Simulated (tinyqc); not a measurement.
Inside a calculation. Model: gate-all-around wire with two subbands, quantum capacitance.

Program tinyqc, `OMP_NUM_THREADS=1 python tinyqc.py 2200108 2200109 out.jsonl`; Intel Xeon 2.30GHz, shared host, one thread, about 0.01 s. Printed values are rounded.

phi is the Fermi level above the lowest subband edge, in volts; Vg is counted from the gate voltage at which an empty wire would have phi = 0. Both directions of motion are filled (equilibrium).

Inputs (values chosen for the exercise):
```
symbol  value  unit                                                                 meaning
T         150     K                                                             temperature
eox      8.94        relative permittivity of the gate insulator (close to aluminium oxide)
tox        10    nm                                                     insulator thickness
md      0.069    m0                                                     mass along the wire
gv          4                                                             valley degeneracy
E2       0.19    eV                                          second subband above the first
g2          1                                      orbital degeneracy of the second subband
rw        2.1    nm                                                      radius of the wire
Vg       0.63     V                                                            gate voltage
```

Constants: q = 1.602176634e-19 C, kB = 1.380649e-23 J/K, hbar = 1.054571817e-34 J s, m0 = 9.1093837015e-31 kg, Vt = kB T/q, eps0 = 8.8541878128e-14 F/cm where lengths are in cm. Results are converted to the units shown.

## Gate capacitance

Cox = 2 pi eps0 eox/ln(1 + tox/rw) per length.

Cox = 2.83997 pF/cm

## Starting value

phi = 0.01 V.

phi at the start = 0.01 V

## Iteration 1: new phi

N1 = gv sqrt(2 md m0 kB T/(pi hbar^2)); n1 = N1 F(phi/Vt), n2 = g2 N1 F((phi - E2)/Vt), n = n1 + n2, F(e) = (1/sqrt(pi)) int_0^infinity u^(-1/2) du/(1 + exp(u - e)); Cq = q dn/dphi = (q N1/Vt) [F'(phi/Vt) + g2 F'((phi - E2)/Vt)]. Newton: f = phi + q (n)/Cox - Vg, phi(new) = phi - f/(1 + (Cq)/Cox).

n1 = 3.19954e6 cm^-1
n2 = 3.09347 cm^-1
Cq = 18.8588 pF/cm
f = -0.439497 V
phi after iteration 1 = 0.0675221 V

## Iteration 2: new phi

As before.

n1 = 8.74386e6 cm^-1
n2 = 264.900 cm^-1
Cq = 11.2086 pF/cm
f = -0.0691752 V
phi after iteration 2 = 0.0815061 V

## Iteration 3: new phi

As before.

n1 = 9.66698e6 cm^-1
n2 = 781.406 cm^-1
Cq = 10.0229 pF/cm
f = -0.00308415 V
phi after iteration 3 = 0.0821871 V

## Course of the iteration

Stop when the step is below 1e-10 V, or after 40 iterations.

Course of the iteration:
```
iteration  phi before the step (V)  step (V)
1                             0.01    0.0575
2                        0.0675221    0.0140
3                        0.0815061   6.81e-4
4                        0.0821871   1.28e-6
5                        0.0821883  4.53e-12
```

Converged in 5 iterations.

## Charge and capacitances at the solution

converged phi = 0.0821883 V

N1 = gv sqrt(2 md m0 kB T/(pi hbar^2)); n1 = N1 F(phi/Vt), n2 = g2 N1 F((phi - E2)/Vt), n = n1 + n2, F(e) = (1/sqrt(pi)) int_0^infinity u^(-1/2) du/(1 + exp(u - e)); Cq = q dn/dphi = (q N1/Vt) [F'(phi/Vt) + g2 F'((phi - E2)/Vt)]. 1/C_G = 1/Cox + 1/(Cq); dphi/dVg = Cox/(Cox + Cq).

n = 9.71034e6 cm^-1
Cq = 9.97458 pF/cm
C_G = 2.21057 pF/cm
dphi/dVg = 0.221621

Cq is 3.51 times Cox, so C_G is 77.8 % of Cox; 13.0 % of the gate voltage has gone into phi.
